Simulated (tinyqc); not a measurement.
Minority-electron transport through the base of a bipolar transistor (Moll-Ross and Kroemer integrals): one step, computed by the program tinyqc. Command: `OMP_NUM_THREADS=1 python tinyqc.py 3009910 3009911 out.jsonl base walk`. One thread of a shared host (Intel(R) Xeon(R) Processor @ 2.30GHz), about 0.01 s of CPU time with the checks.

Low injection, one dimension, x from the emitter edge (0) to the collector edge (W), s = x/W. Recombination is treated as a small correction (valid for tau_B well below tau_n), computed from the stored charge.

Question. Profile and built-in field. N(x) = N_0 (ratio)^(-s^2); n_i(x)^2 = n_i^2 exp(s dE_g/k_B T); D(x) = (k_B T/e) mu, mu = mu_min + (mu_max - mu_min)/(1 + (N/N_ref)^0.7). Field that drives electrons towards the collector, averaged over the base: (k_B T/e) ln[N_0 n_i(W)^2/(N(W) n_i^2)]/W.

Inputs (values chosen for the exercise, modelled on silicon):

| quantity | value | unit |
|---|---|---|
| base doping at the emitter edge N_0 | 3.4e+18 | 1/cm^3 |
| base width W | 220 | nm |
| mu_min | 160 | cm^2/(V s) |
| mu_max | 1330 | cm^2/(V s) |
| N_ref | 2e+17 | 1/cm^3 |
| temperature T | 300 | K |
| doping ratio N_0/N(W) | 29 | - |
| gap narrowing across the base dE_g | 47 | meV |

Base doping profile: Gaussian. Gap grading: linear. Exit of the base: saturation velocity.

Constants: k_B = 8.617333262e-05 eV/K.

Give: Across the base; drift factor eta (potential drop in k_B T/e); mean built-in field.

Answer.

Across the base:

| s | N (1/cm^3) | n_i(x)^2/n_i^2 | D (cm^2/s) | y (s/cm^5) |
|---|---|---|---|---|
| 0.0 | 3.400e+18 | 1.000 | 7.80 | 4.362e+17 |
| 0.2 | 2.972e+18 | 1.439 | 8.11 | 2.547e+17 |
| 0.4 | 1.984e+18 | 2.069 | 9.19 | 1.043e+17 |
| 0.6 | 1.012e+18 | 2.977 | 11.50 | 2.956e+16 |
| 0.8 | 3.940e+17 | 4.282 | 15.74 | 5.848e+15 |
| 1.0 | 1.172e+17 | 6.160 | 22.05 | 8.630e+14 |

drift factor eta (potential drop in k_B T/e) = 5.185

mean built-in field = 6.093 kV/cm
